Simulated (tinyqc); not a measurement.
Worked calculation: LDA (VWN5) atom on a uniform radial grid, spin-unpolarised, for Mg(2+). Computed by tinyqc, a small Python program that keeps every step. Settings: Z = 12, points = 256, R = 6.7, functional = lda,vwn, mixing = 0.4, iteration cap = 72. Command: `OMP_NUM_THREADS=1 python tinyqc.py 26617 26618 out.jsonl` (the two numbers bound the seeds that draw the settings). One thread of a shared host (Intel(R) Xeon(R) Processor @ 2.60GHz), about 1 s of CPU time with the checks. Later iterations appear only in the table of the cycle.

## Iteration 1

Spherical atom on a uniform radial grid r_j = j h with h = R/(N + 1), h sum u^2 = 1 and integrals as h times sums, u(0) = u(R) = 0 (atomic units):
```
parameter           value
Z                      12
points N              256
R                6.700000
h                0.026070
mixing           0.400000
electrons in 1s         2
electrons in 2s         2
electrons in 2p         6
```

Three-point differences turn -u''/2 + [l(l+1)/2r^2 - Z/r + V] u = e u into a tridiagonal matrix (diagonal 1/h^2 + potential, off-diagonal -1/2h^2). D = sum f u^2; the Hartree potential y/r solves y'' = -D/r with y(0) = 0, y(R) = N_e; v_xc comes from rho = D/(4 pi r^2); E = sum f e - int D V + int D (V_H/2 + eps_xc); V(new) = V + mixing (V_H + v_xc - V).

eigenvalues (hartree): 1s -70.3196, 2s -17.8912, 2p -18.0373

Every 16th grid point:
```
r         V in     u(1s)      u(2s)     u(2p)         D      V_H       v_xc
0.4171  0.0000    0.2455    -1.5021    1.4490   17.2311  21.5574    -2.0581
0.8342  0.0000    0.0036    -0.6656    0.4718    2.2213  11.9455    -0.6920
1.2514  0.0000  3.87e-05    -0.1343    0.0866    0.0811   7.9908    -0.1959
1.6685  0.0000  3.74e-07    -0.0205    0.0126    0.0018   5.9935    -0.0528
2.0856  0.0000  3.39e-09    -0.0027    0.0016  3.01e-05   4.7948    -0.0133
2.5027  0.0000  2.94e-11  -3.27e-04  1.89e-04  4.29e-07   3.9956    -0.0031
2.9198  0.0000         0  -3.72e-05  2.10e-05  5.42e-09   3.4248    -0.0007
3.3370  0.0000         0  -4.05e-06  2.25e-06  6.31e-11   2.9967  -1.42e-04
3.7541  0.0000    0.0000  -4.27e-07  2.32e-07         0   2.6638  -2.93e-05
4.1712  0.0000    0.0000  -4.38e-08  2.35e-08         0   2.3974     0.0000
4.5883  0.0000    0.0000  -4.39e-09  2.32e-09         0   2.1794     0.0000
5.0054  0.0000    0.0000  -4.34e-10  2.26e-10         0   1.9978     0.0000
5.4226  0.0000    0.0000  -4.22e-11  2.17e-11         0   1.8441     0.0000
5.8397  0.0000    0.0000          0         0         0   1.7124     0.0000
6.2568  0.0000    0.0000          0         0         0   1.5983     0.0000
6.6739  0.0000    0.0000          0         0         0   1.4984     0.0000
```

total energy = -178.525004 hartree

## Iteration 2

As before.

eigenvalues (hartree): 1s -57.3392, 2s -10.8481, 2p -10.1404

Every 16th grid point:
```
r         V in     u(1s)      u(2s)     u(2p)         D      V_H       v_xc
0.4171  7.7997    0.2788    -1.3349    1.3718   15.0105  20.2308    -1.9688
0.8342  4.5014    0.0055    -0.8543    0.6978    4.3812  11.8420    -0.8561
1.2514  3.1179  8.69e-05    -0.2653    0.2154    0.4192   7.9863    -0.3221
1.6685  2.3763  1.25e-06    -0.0644    0.0542    0.0260   5.9933    -0.1173
2.0856  1.9126  1.72e-08    -0.0138    0.0122    0.0013   4.7948    -0.0417
2.5027  1.5970  2.29e-10    -0.0027    0.0026  5.46e-05   3.9956    -0.0142
2.9198  1.3697         0    -0.0005    0.0005  2.12e-06   3.4248    -0.0046
3.3370  1.1986         0  -9.36e-05  9.95e-05  7.69e-08   2.9967    -0.0015
3.7541  1.0655         0  -1.65e-05  1.87e-05  2.64e-09   2.6638  -4.50e-04
4.1712  0.9590         0  -2.85e-06  3.44e-06  8.74e-11   2.3974  -1.36e-04
4.5883  0.8718         0  -4.82e-07  6.23e-07         0   2.1794  -4.08e-05
5.0054  0.7991         0  -8.05e-08  1.11e-07         0   1.9978     0.0000
5.4226  0.7377         0  -1.33e-08  1.96e-08         0   1.8441     0.0000
5.8397  0.6850         0  -2.17e-09  3.41e-09         0   1.7124     0.0000
6.2568  0.6393         0  -3.43e-10  5.75e-10         0   1.5983     0.0000
6.6739  0.5993         0  -1.15e-11  2.00e-11         0   1.4984     0.0000
```

total energy = -189.935160 hartree

## Convergence

Stop when input and output potentials agree to 1e-7.

Course of the cycle (hartree):
```
iteration            E     e(1s)     e(2s)     e(2p)  largest |V(out) - V(in)|
1          -178.525004  -70.3196  -17.8912  -18.0373                  3.83e+01
2          -189.935160  -57.3392  -10.8481  -10.1404                  1.91e+01
3          -193.738889  -50.8529   -7.2924   -6.2802                  9.01e+00
4          -194.708340  -47.7881   -5.5048   -4.4030                  4.11e+00
5          -194.895895  -46.4012   -4.6049   -3.4836                  1.87e+00
6          -194.926094  -45.7759   -4.1434   -3.0216                  8.96e-01
7          -194.931098  -45.4813   -3.8981   -2.7796                  4.58e-01
8          -194.932168  -45.3327   -3.7628   -2.6473                  2.48e-01
9          -194.932470  -45.2526   -3.6860   -2.5726                  1.41e-01
10         -194.932567  -45.2074   -3.6415   -2.5295                  8.16e-02
11         -194.932601  -45.1812   -3.6155   -2.5043                  4.80e-02
...                ...       ...       ...       ...                       ...
27         -194.932618  -45.1430   -3.5782   -2.4682                  1.19e-05
28         -194.932618  -45.1430   -3.5782   -2.4682                  7.08e-06
29         -194.932618  -45.1430   -3.5782   -2.4682                  4.21e-06
30         -194.932618  -45.1430   -3.5782   -2.4682                  2.50e-06
31         -194.932618  -45.1430   -3.5782   -2.4682                  1.49e-06
32         -194.932618  -45.1430   -3.5782   -2.4682                  8.85e-07
33         -194.932618  -45.1430   -3.5782   -2.4682                  5.26e-07
34         -194.932618  -45.1430   -3.5782   -2.4682                  3.13e-07
35         -194.932618  -45.1430   -3.5782   -2.4682                  1.86e-07
36         -194.932618  -45.1430   -3.5782   -2.4682                  1.10e-07
37         -194.932618  -45.1430   -3.5782   -2.4682                  6.56e-08
```

Converged in 37 iterations. A uniform grid resolves the cusp poorly: for a bare nucleus this grid gives 1s at -70.31962 against -Z^2/2 = -72 hartree. Before convergence this energy mixes input and output and is not variational, so it may rise towards its limit.
